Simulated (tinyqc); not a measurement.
Mobility of a non-polar semiconductor in the relaxation-time approximation: one step, computed by the program tinyqc. Command: `OMP_NUM_THREADS=1 python tinyqc.py 3013599 3013600 out.jsonl rta walk`. One thread of a shared host (Intel(R) Xeon(R) Processor @ 2.30GHz), about 0.01 s of CPU time with the checks.

Each valley is treated as a sphere of mass m_d for states and rates, with one isotropic relaxation time; the conductivity mass m_c sets the current.

Task: Masses. m_d = (m_l m_t^2)^(1/3); 1/m_c = (1/m_l + 2/m_t)/3; Hall mass factor A = 3 K_m (K_m + 2)/(2 K_m + 1)^2, K_m = m_l/m_t; N_I = n (1 + C)/(1 - C).

Inputs (values chosen for the exercise, modelled on electrons in germanium):
```
quantity                 value    unit
longitudinal mass m_l     1.55     m_0
transverse mass m_t     0.0831     m_0
carrier density n      2.4e+16  1/cm^3
compensation ratio C         0       -
```

Band: parabolic. Impurity formula: Brooks-Herring. Further scattering: none.

Give: density-of-states mass m_d; conductivity mass m_c; Hall mass factor A; ionised impurity density N_I.

Result:

density-of-states mass m_d = 0.2204 m_0

conductivity mass m_c = 0.1214 m_0

Hall mass factor A = 0.7876

ionised impurity density N_I = 2.40e+16 1/cm^3
